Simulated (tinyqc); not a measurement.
Deep-level transient spectroscopy: one step of the calculation.

Schottky contact on an n-type layer with shallow donors Nd (all ionised) and a donor-like deep trap, neutral when filled and positive when empty; depletion approximation. Traps within lam of the depletion edge stay filled. A long pulse to Vp fills the traps beyond x1 = Wp - lam; back at Vr those between x1 and x2 = Wr - lam emit. A rate window reads S = C(t2) - C(t1).

Problem. Emission rate and rate window. Emission rate en = sn vth(T) Nc(T) exp(-Et/kB T) = sn g T^2 exp(-Et/kB T), g = vth Nc/(300 K)^2, as vth goes as T^0.5 and Nc as T^1.5 (degeneracy factor 1). For an exponential transient S peaks where en = ew = ln(t2/t1)/(t2 - t1).

Inputs (values chosen for the exercise); material values close to those of gallium arsenide: conduction-band density of states at 300 K Nc = 4.43e17 cm^-3; thermal velocity at 300 K vth = 4.4e7 cm/s; depth of the trap below the conduction edge Et = 0.29 eV; capture cross-section sn = 5.9e-16 cm^2; first sampling time t1 = 5 ms; second sampling time t2 = 50 ms; temperature of the transient T = 184 K.

Constants: q = 1.602176634e-19 C, kB = 1.380649e-23 J/K. Results are converted to the units shown.

Find: g; en; 1/en; ew.

Solution.

g = 2.1658e20 cm^-2 s^-1 K^-2
en = 49.314 1/s
1/en = 20.278 ms
ew = 51.169 1/s

tinyqc, about 0.01 s, one thread, Intel Xeon 2.30GHz (shared host): `OMP_NUM_THREADS=1 python tinyqc.py 2050130 2050131 out.jsonl`
